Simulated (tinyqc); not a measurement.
Worked calculation: Ewald sum of point charges, caesium chloride, strained along z by a factor 1.15, lattice. Computed by tinyqc, a small Python program that keeps every step. Command: `OMP_NUM_THREADS=1 python tinyqc.py 25117 25118 out.jsonl` (the two numbers bound the seeds that draw the settings). One thread of a shared host (Intel(R) Xeon(R) Processor @ 2.60GHz), about 0.04 s of CPU time with the checks.

## Ewald sum with eta = 0.429 1/bohr

cell vectors (rows) (bohr):
```
[[8.95000, 0.00000, 0.00000],
 [0.00000, 8.95000, 0.00000],
 [0.00000, 0.00000, 10.29200]]
```

Charges:
```
q              f1       f2       f3
1.00000   0.00000  0.00000  0.00000
-1.00000  0.50000  0.50000  0.50000
```

Real space: 1/2 sum q_i q_j erfc(eta r)/r over all images with r > 0; reciprocal space: (2 pi/V) sum_(G != 0) exp(-G^2/4 eta^2)/G^2 |S(G)|^2 with S(G) = sum q exp(i G.r); self term -eta/sqrt(pi) sum q^2; background -pi Q^2/(2 V eta^2), Q the total charge.

Real-space shells (first ones):
```
r (bohr)  pairs  sum (hartree)
8.15675      16      -7.33e-07
8.95000       8       2.52e-08
10.29200      4       8.28e-11
12.65721      8              0
13.63920     16              0
```

Reciprocal shells (first ones that count):
```
G^2 (1/bohr^2)  vectors  sum (hartree)
0.37270               2        0.09860
0.49285               4        0.12667
1.35840               8        0.02836
1.98365               8        0.00831
2.34410               8        0.00431
2.46424               8        0.00348
3.35431               2        0.00019
3.95505              16        0.00057
4.31549               8        0.00016
4.34000               8        0.00015
4.43564               4        0.00007
5.30119              16        0.00007
```

## The total does not depend on eta

The same sums for other eta.

Totals (hartree per cell):
```
eta           real  reciprocal      self  background       total
0.42900  -7.08e-07     0.27102  -0.48407     0.00000  -0.2130580
0.52400  -1.45e-09     0.37821  -0.59127     0.00000  -0.2130580
0.67600          0     0.54973  -0.76278     0.00000  -0.2130580
```

shortest distance = 8.15675 bohr

Madelung constant -E d / (formula units |q+ q-|) = 1.73786
